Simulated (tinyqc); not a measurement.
Drifting, spreading and decaying minority pulse (Haynes-Shockley), Crank-Nicolson time steps: two steps of the calculation.

Low injection in a uniform field: dn/dt = D d2n/dx2 - v dn/dx - n/tau with D = mu Vt and v = mu F towards +x. Exact solution on an infinite bar for a Gaussian start at x0: n = N0 exp(-t/tau) exp(-(x - x0 - v t)^2/(2 s^2))/sqrt(2 pi s^2), s^2 = s0^2 + 2 D t.

Inputs (values chosen for the exercise); mobility close to that of gallium arsenide at room temperature:
```
symbol,value,unit,meaning
T,300,K,temperature
mu,7990,cm^2/(V s),minority-carrier mobility
F,52,V/cm,sweep field along the drift
hx,9.3,um,mesh step
tau,8.4e-8,s,lifetime
dt,3.2e-9,s,time step
```

Constants: q = 1.602176634e-19 C, kB = 1.380649e-23 J/K, Vt = kB T/q. Results are converted to the units shown.

Question 1. Coefficients of the scheme. Exponentially fitted fluxes: d = F hx/Vt, B(d) = d/(exp(d) - 1), k = D dt/hx^2; (L n)_i = a n_(i-1) + b n_i + c n_(i+1) with a = k B(-d), c = k B(d), b = -a - c - dt/tau. Explicit steps keep n positive for dt up to 1/[(D/hx^2)(B(d) + B(-d)) + 1/tau].

Give: D; v; d; a; b; c; positivity limit of dt.

Answer 1.

D = 206.56 cm^2/s
v = 4.1548e5 cm/s
d = 1.8706
a = 1.6899
b = -1.9883
c = 0.26028
positivity limit of dt = 1.6094e-9 s

Question 2. Densities after a time step. (L n)_i = a n_(i-1) + b n_i + c n_(i+1), n = 0 beyond the ends. Crank-Nicolson step: solve n(new) - L n(new)/2 = n + L n/2.

a = 1.6898922
b = -1.9882710
c = 0.26028357

```
node,n at t = 0 (1e13 cm^-3)
1,0.0436214
2,0.2604816
3,0.7610676
4,1.0880244
5,0.7610676
6,0.2604816
7,0.0436214
8,0.0035743
9,0.0001433
10,0.0000028
11,0.0000000
```

Find: n at t = 1 dt.

Answer 2.

```
node,n at t = 1 dt (1e12 cm^-3)
1,0.2338
2,0.9573
3,2.5903
4,5.3407
5,7.5031
6,6.7062
7,4.0774
8,1.9698
9,0.8747
10,0.3818
11,0.1618
```

Computed by the program tinyqc: `OMP_NUM_THREADS=1 python tinyqc.py 2310025 2310026 out.jsonl`, one thread of a shared Intel Xeon 2.30GHz, about 0.01 s for the whole run.
